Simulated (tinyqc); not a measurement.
Current of a Schottky diode by thermionic-emission-diffusion theory, and its read-back from I-V-T and C-V data: one step, computed by the program tinyqc. Command: `OMP_NUM_THREADS=1 python tinyqc.py 3009802 3009803 out.jsonl schottky walk`. One thread of a shared host (Intel(R) Xeon(R) Processor @ 2.30GHz), about 0.01 s of CPU time with the checks.

Full ionisation, no tunnelling, no recombination current. V is the voltage across the junction itself, forward positive.

Problem. Barrier at the given bias. N_c(T) = N_c (T/300 K)^(3/2); V_bi = phi_0 - (k_B T/e) ln(N_c(T)/N); surface field F = sqrt(2 e N (V_bi - V - k_B T/e)/(eps eps_0)); image lowering d_phi = sqrt(e F/(4 pi eps eps_0)); effective barrier phi = phi_0 - d_phi.

Inputs (values chosen for the exercise, modelled on n-type Ga2O3):
```
quantity                                     value          unit
Richardson constant A*                        31.8  A/(cm^2 K^2)
effective density of states at 300 K, N_c  3.8e+18        1/cm^3
permittivity eps                              10.2             -
mobility mu                                    110    cm^2/(V s)
barrier without image force phi_0             1.31            eV
doping N                                   2.7e+16        1/cm^3
junction voltage V                            0.61             V
temperature T                                  200             K
```

Barrier: uniform.

Constants: k_B = 8.617333262e-05 eV/K; e = 1.602176634e-19 C; eps_0 = 8.8541878128e-12 F/m.

Give: built-in voltage V_bi; surface field F; image lowering; effective barrier phi.

Solution.

built-in voltage V_bi = 1.235 V

surface field F = 76.32 kV/cm

image lowering = 32.82 meV

effective barrier phi = 1.277 eV
